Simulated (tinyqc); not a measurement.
# Undoped symmetric double-gate MOSFET, analytic potential model, step by step

Numbers from tinyqc (`OMP_NUM_THREADS=1 python tinyqc.py 2440141 2440142 out.jsonl`; about 0.02 s on one thread of a shared Intel Xeon 2.30GHz). Printed values are rounded.

An undoped body of thickness ts between two equal insulators and tied gates; long channel, electrons only, n = ni exp((psi - V)/Vt) with V the quasi-Fermi potential (0 at the source, Vd at the drain), constant mobility, no quantisation. Across the body psi(x) = V - 2 Vt ln[(ts/(2 beta)) sqrt(q ni/(2 eps0 eps_r Vt)) cos(2 beta x/ts)], x from the centre. Q is the electron charge per area of the whole body.

Inputs (values chosen for the exercise); material values those of a made-up semiconductor:

| symbol | value | unit | meaning |
|---|---|---|---|
| T | 273 | K | temperature |
| Eg | 1.23 | eV | band gap |
| eps_r | 14.5 |  | relative permittivity of the semiconductor |
| Nc | 4.32e17 | cm^-3 | conduction-band density of states at T |
| Nv | 8.56e18 | cm^-3 | valence-band density of states at T |
| eox | 7.74 |  | relative permittivity of the gate insulator |
| tox | 2 | nm | insulator thickness |
| ts | 20 | nm | body thickness |
| dphi | 0.02 | V | gate work function less that of the intrinsic body |
| mu | 200 | cm^2/(V s) | channel mobility |
| L | 2 | um | gate length |
| Vg | 0.43 | V | gate voltage |
| Vd | 0.3 | V | drain voltage |

Constants: q = 1.602176634e-19 C, kB = 1.380649e-23 J/K, Vt = kB T/q, eps0 = 8.8541878128e-14 F/cm where lengths are in cm. Results are converted to the units shown.

## Constants of the body

ni = sqrt(Nc Nv) exp(-Eg/(2 Vt)), Eg in volts; r = eps_r tox/(eox ts); V0 = dphi + 2 Vt ln[(2/ts) sqrt(2 eps0 eps_r Vt/(q ni))].

ni = 8.52378e6 cm^-3
r = 0.187339
V0 = 0.596670 V

## Iteration 1: beta at the source by Newton steps

beta at the start = 1.5

With V = 0: f = ln(beta) - ln(cos beta) + 2 r beta tan(beta) - (Vg - V0)/(2 Vt); f' = 1/beta + tan(beta) + 2 r [tan(beta) + beta/cos^2(beta)]; beta(new) = beta - f/f'.

f = 14.5218
f' = 132.370
beta after iteration 1 = 1.39029

## Iteration 2: beta at the source by Newton steps

As before.

f = 8.44380
f' = 24.4152
beta after iteration 2 = 1.04445

## Course of the iteration: beta at the source by Newton steps

Stop when beta changes by less than 1e-11, or after 40 iterations. beta must stay between 0 and pi/2.

Course of the iteration:

| iteration | beta | \|change\| |
|---|---|---|
| 1 | 1.39029 | 0.110 |
| 2 | 1.04445 | 0.346 |
| 3 | 0.0293117 | 1.02 |
| 4 | 0.0289216 | 3.90e-4 |
| 5 | 0.0289242 | 2.58e-6 |
| 6 | 0.0289242 | 1.14e-10 |
| 7 | 0.0289242 | 0 |

Converged in 7 iterations. At the end the number of correct digits about doubles with each step.

## Charges and drain current

beta_s = 0.0289242
beta_d = 4.92572e-5

beta (between 0 and pi/2) solves (Vg - V0 - V)/(2 Vt) = ln(beta) - ln(cos beta) + 2 r beta tan(beta). Q = 8 eps0 eps_r Vt beta tan(beta)/ts; I = mu (1/L)(4 eps0 eps_r/ts)(2 Vt)^2 [g(beta_s) - g(beta_d)] per width, g = beta tan(beta) - beta^2/2 + r beta^2 tan^2(beta), with beta_s at V = 0 and beta_d at V = Vd.

Qs = 0.101101 nC/cm^2
Qd = 2.93125e-7 nC/cm^2
g(beta_s) = 4.18669e-4
g(beta_d) = 1.21314e-9
I = 2.37984e-4 uA/um

The term r beta^2 tan^2(beta), which gives the square law, makes up 0.0313 % of g at the source.

## Potential and electron density across the body at the source

| point | x/ts |
|---|---|
| 0 | 0 |
| 1 | 0.1 |
| 2 | 0.2 |
| 3 | 0.3 |
| 4 | 0.4 |
| 5 | 0.45 |
| 6 | 0.5 |

psi(x) as above with V = 0 and beta = beta_s; n = ni exp(psi/Vt).

| point | psi (V) | n (cm^-3) |
|---|---|---|
| 0 | 0.409966 | 3.15424e14 |
| 1 | 0.409966 | 3.15434e14 |
| 2 | 0.409969 | 3.15466e14 |
| 3 | 0.409973 | 3.15519e14 |
| 4 | 0.409978 | 3.15593e14 |
| 5 | 0.409982 | 3.15637e14 |
| 6 | 0.409985 | 3.15688e14 |

The density at the surface is 1.00 times that at the centre (1/cos^2 beta).
